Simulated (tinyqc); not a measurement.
Gap of the edge states against width: BHZ model on a square lattice (one spin block).

h(k) = e0 + d.s with s the Pauli matrices in the basis (E, H), k in units of 1/a: dx = (A/a) sin kx, dy = (A/a) sin ky, dz = M - (2B/a^2)(2 - cos kx - cos ky), e0 = -(2D/a^2)(2 - cos kx - cos ky). The other spin block is h*(-k). For small k this is the continuum model with dz = M - B k^2.

Ribbon along x with N rows: cos ky and sin ky become hoppings between rows, block (A/a) sy/(2i) + (B/a^2) sz + D/a^2 from row n to n + 1, and the rows end at hard walls; width (N + 1) a.

Parameters, chosen for this exercise (of the size used for thin Bi2Se3 films; not measured data): A = 2.39 eV angstrom; B = -17.5 eV angstrom^2; D = -4.8 eV angstrom^2; M = -0.0654 eV (mass term); a = 15 angstrom (grid spacing).

penetration = 28.67 angstrom
E at kx = 0 = 17.9383 meV

The two middle levels of the ribbon at kx = 0. The continuum edge state has E = -D M/B and penetration 1/Re(l1), l1 = F - sqrt(F^2 - M/B), F = |A|/(2 sqrt(B^2 - D^2)).

Edge levels:

| N | width (nm) | lower (meV) | upper (meV) | gap (meV) |
|---|---|---|---|---|
| 6 | 10.5 | 13.388 | 23.157 | 9.7687 |
| 10 | 16.5 | 17.271 | 18.629 | 1.3579 |
| 14 | 22.5 | 17.843 | 18.034 | 0.1913 |
| 20 | 31.5 | 17.933 | 17.943 | 0.0101 |
| 28 | 43.5 | 17.938 | 17.938 | 0.0002 |
| 40 | 61.5 | 17.938 | 17.938 | 0.0000 |
| 56 | 85.5 | 17.938 | 17.938 | 0.0000 |

The two edges of one spin block overlap and open a gap, 9.77 meV at 10 nm and 0.0000 meV at 86 nm, against a bulk gap 2|M| = 130.8 meV at Gamma and a penetration of 2.9 nm. The mean of the pair in the widest ribbon is 17.938 meV, against 17.938 for the continuum edge.

Program tinyqc; command `OMP_NUM_THREADS=1 python tinyqc.py 1481903 1481904 out.jsonl`; about 0.08 s on one thread of a shared Intel(R) Xeon(R) Processor @ 2.30GHz.
